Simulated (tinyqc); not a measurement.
Two-mode optical phonons of a ternary alloy from two coupled oscillators: one step, computed by the program tinyqc.

An alloy A(x)B(1-x)C has an A-C and a B-C bond oscillator. Each TO frequency moves linearly from the impurity mode (dilute end) to the TO of the pure crystal; each strength is proportional to the number of bonds.

Question. Share of the polar coupling. eps(omega) = eps_inf + W_1/(omega_1^2 - omega^2) + W_2/(omega_2^2 - omega^2) = 0 is the eigenproblem of the matrix [[omega_1^2 + W_1/eps_inf, sqrt(W_1 W_2)/eps_inf], [sqrt(W_1 W_2)/eps_inf, omega_2^2 + W_2/eps_inf]] for omega_LO^2. The polar coupling of mode j is c_j = (u_j . sqrt(W))^2/(eps_inf^2 omega_j^2), u_j its eigenvector and omega_j here its LO frequency; the c_j add up to 1/eps_inf - 1/eps_s. Froehlich constant alpha_j = (e^2/(4 pi eps_0)) c_j k_j/(2 E_j), E_j = h c omega_j, k_j = sqrt(m* E_j/(hbar^2/(2 m_0))).

Inputs (values chosen for the exercise, for a model alloy): electron mass m* = 0.11 m_0.

omega_1 (A-C, TO) = 412.42 1/cm

omega_2 (B-C, TO) = 348.78 1/cm

eps_inf = 6.6196

W_1 = 116469.3 1/cm^2

W_2 = 68299.12 1/cm^2

Constants: e^2/(4 pi eps_0) = 14.39964548 eV angstrom; hbar^2/(2 m_0) = 3.80998212 eV angstrom^2; 1 THz = 33.35640952 1/cm; h x 1 THz = 4.135667696 meV.

Give: c_j, lower and upper mode; share of the upper mode; alpha_j, lower and upper mode.

Answer.

c_j, lower and upper mode: 0.0056435  0.018290

share of the upper mode = 0.76421

alpha_j, lower and upper mode: 0.032725  0.096154
